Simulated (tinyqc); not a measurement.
Inside a calculation. Method: Hubbard chain of 2 sites. Computed by tinyqc, a small Python program that keeps every step. Settings: hopping = 0.91, U = 7.4, mixing = 1, iteration cap = 83. Command: `OMP_NUM_THREADS=1 python tinyqc.py 27098 27099 out.jsonl` (the two numbers bound the seeds that draw the settings). One thread of a shared host (Intel(R) Xeon(R) Processor @ 2.60GHz), about 0.1 s of CPU time with the checks. Later iterations appear only in the table of the cycle.

## Mean-field iteration 1

one-body matrix (hopping and site energies) (eV):
```
           1          2
1   0.000000  -0.910000
2  -0.910000   0.000000
```

U = 7.400000 eV

electrons, up and down: 1  1

mixing = 1

n(up) at the start (a guess, not normalised): 1 0.800000, 2 0.200000

n(down) at the start (a guess): 1 0.200000, 2 0.800000

H(up) = T + U n(down), H(down) = T + U n(up); fill the lowest levels; n(new) = n + mixing (n(out) - n); E = tr T (rho up + rho down) + U sum n_up n_down of the output.

levels, up (eV): 1.300729  6.099271

levels, down (eV): 1.300729  6.099271

energy = -0.158030 eV

n(up) after iteration 1: 1 0.962641, 2 0.037359

n(down) after iteration 1: 1 0.037359, 2 0.962641

## Mean-field iteration 2

As before.

levels, up (eV): 0.157582  7.242418

levels, down (eV): 0.157582  7.242418

energy = -0.223368 eV

n(up) after iteration 2: 1 0.983221, 2 0.016779

n(down) after iteration 2: 1 0.016779, 2 0.983221

## Convergence

Each step fills the lowest levels of T + U n(other spin) and sets n(new) = n + mixing (n(out) - n); stop when output and input agree to 1e-8.

Course of the cycle:
```
iteration       E (eV)  largest |n(out) - n(in)|  mean |n_up - n_down|
1          -0.15803043                  1.63e-01              0.925281
2          -0.22336792                  2.06e-02              0.966442
3          -0.22380910                  1.33e-03              0.969111
4          -0.22381080                  8.11e-05              0.969273
5          -0.22381081                  4.91e-06              0.969283
6          -0.22381081                  2.97e-07              0.969284
7          -0.22381081                  1.80e-08              0.969284
8          -0.22381081                  1.09e-09              0.969284
```

local moments n_up - n_down: 1 0.969284, 2 -0.969284

Converged in 8 iterations. Before convergence this energy mixes input and output and is not variational, so it may rise towards its limit.

## The many-body Hamiltonian

Basis: all placements (u, d, 2, 0 on each site), up operators ordered before down ones; hops carry the sign of the same-spin electrons passed.

H (eV), lower triangle:
```
           20         ud         du        02
20   7.400000
ud  -0.910000   0.000000
du  -0.910000   0.000000   0.000000
02   0.000000  -0.910000  -0.910000  7.400000
```

## Exact diagonalisation (4 states)

Lowest levels of the sector, and the double occupancy of the lowest state.

lowest levels (eV): -0.423397  0.000000  7.400000  7.823397

double occupancy per site = 0.025670

The mean-field solution above lies 0.1996 eV above the exact energy.
